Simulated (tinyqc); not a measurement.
Worked calculation: phonon-assisted absorption at an indirect gap. Values are carried at full precision from step to step, so a last printed digit may differ when a step is redone from the rounded ones.

alpha(E) = sum_j A_j [N_j (E - Eg + w_j)^2 + (N_j + 1)(E - Eg - w_j)^2], each bracket counted only where its base is positive; N_j = 1/(exp(w_j/kB T) - 1). The first term absorbs a phonon and the second emits one; excitons and direct transitions are left out.

Constants: kB = 8.617333262e-05 eV/K.

Values chosen for the exercise (loosely those of SiGe at room temperature; Eg is not tied to T; not measured data):

| symbol | value | unit | meaning |
|---|---|---|---|
| Eg | 0.937 | eV | indirect gap, held fixed unless listed |
| w | (50.6, 15.3) | meV | two zone-edge phonons |
| A | (2900, 620) | 1/(cm eV^2) | their strengths |
| T | 200 | K |  |
| E | 1.062 | eV | photon energy |
| nr | 3.78 |  | refractive index |
| d | 2.9 | micrometre | thickness |
| xj | 0.15 | micrometre | dead layer at the surface |
| W | 2.4 | micrometre | depleted width |
| L | 28 | micrometre | minority diffusion length below it |

## The four branches at one energy

Evaluate the occupations and each term.

N_j: 0.05606  0.6995

terms with phonon absorption (1/cm): 5.013  8.536

terms with phonon emission (1/cm): 16.95  12.68

alpha = 43.18 1/cm
wavelength hc/E (hc = 1239.841984 eV nm) = 1167.5 nm

Phonon absorption supplies 31.4 % of alpha; the depth 1/alpha is 232 micrometre.

## What a slab does with it

Slab of thickness d in air, incoherent passes: R = ((nr - 1)/(nr + 1))^2, x = exp(-alpha d); transmitted Tr = (1 - R)^2 x/(1 - R^2 x^2), reflected Rt = R + (1 - R)^2 R x^2/(1 - R^2 x^2), absorbed Ab = (1 - R)(1 - x)/(1 - R x).

d in cm is 1e-4 times the value in micrometres.

R = 0.3382
x = 0.9876
Tr = 0.4868
Rt = 0.5009
Ab = 0.0124

A single pass would absorb (1 - R)(1 - x) = 0.0082; the back face adds 0.0041.

## Quantum efficiency of a diode

Photodiode (Gaertner form with a dead layer): QE = (1 - R) exp(-alpha xj) [1 - exp(-alpha W)/(1 + alpha L)], R = ((nr - 1)/(nr + 1))^2; responsivity = QE/E in A/W for E in eV.

Evaluate the factors; 1 micrometre = 1e-4 cm.

passes the dead layer = 0.9994
collected share = 0.1171
QE = 0.0774
responsivity = 0.0729 A/W

Without diffusion from below the collected share would be 0.0103.

## Checks

- Tr + Rt + Ab against 1: both 1.000000.

tinyqc: `OMP_NUM_THREADS=1 python tinyqc.py 1682214 1682215 out.jsonl`; about 0.01 s, one thread, shared Intel(R) Xeon(R) Processor @ 2.30GHz.
